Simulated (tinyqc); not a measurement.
Superjunction drift layer against a plain one, charge balance: two steps of the calculation.

Alternating n and p pillars of equal width wp, doping N and length Lp. When depleted, the lateral field peaks at Ex = q N wp/(2 eps0 eps_r) at the pillar junctions and a uniform vertical field Ey is added; breakdown is taken where Ex^2 + Ey^2 = Ef^2. Only the n pillars conduct, narrowed by the zero-bias depletion. A first-order model: the field peaks at the pillar ends are left out.

Parameters, values chosen for the exercise; values close to those of silicon:
```
symbol,value,unit,meaning
eps_r,11.5,,relative permittivity of the semiconductor
E16,0.416,MV/cm,critical field at a doping of 1e16 cm^-3
mx,1410,cm^2/(V s),mobility at low doping
mi,89.4,cm^2/(V s),mobility at high doping
Nr,1.3e17,cm^-3,reference doping of the mobility
BV,610,V,wanted breakdown voltage
wp,2,um,width of each pillar
Ef,0.31,MV/cm,critical field inside the pillars
a,0.57,,lateral peak field as a share of Ef
Vb,0.8,V,built-in voltage of the pillar junctions
```

Constants: q = 1.602176634e-19 C, eps0 = 8.8541878128e-14 F/cm where lengths are in cm. Results are converted to the units shown.

Problem 1. Thickness and resistance of the plain layer. Ec(N) = E16 (N/1e16 cm^-3)^(1/8), mu(N) = mi + (mx - mi)/(1 + (N/Nr)^0.9). W = 2 BV/Ec, Rsp = W/(q mu N).

N of the plain layer = 4.0421958e14 cm^-3

Find: mu; W; Rsp.

Solution 1.

mu = 1403 cm^2/(V s)
W = 43.80 um
Rsp = 48.21 mohm cm^2

Problem 2. Design of the pillars. Ex = a Ef gives N = 2 eps0 eps_r a Ef/(q wp); Ey = Ef sqrt(1 - a^2); Lp = BV/Ey; xd = sqrt(eps0 eps_r Vb/(q N)) on each side; Rsp = 2 Lp/(q mu(N) N (1 - 2 xd/wp)). mu(N) = mi + (mx - mi)/(1 + (N/Nr)^0.9).

Wanted: N; Ey; Lp; xd; Rsp.

Solution 2.

N = 1.1230e16 cm^-3
Ey = 0.25471 MV/cm
Lp = 23.949 um
xd = 0.21278 um
Rsp = 2.6445 mohm cm^2

The pillars have an aspect ratio of 12.0. Their doping is 27.8 times, and their Rsp 0.0549 times, that of the plain layer.

Numbers from tinyqc (`OMP_NUM_THREADS=1 python tinyqc.py 2590003 2590004 out.jsonl`; about 0.01 s on one thread of a shared Intel Xeon 2.30GHz).
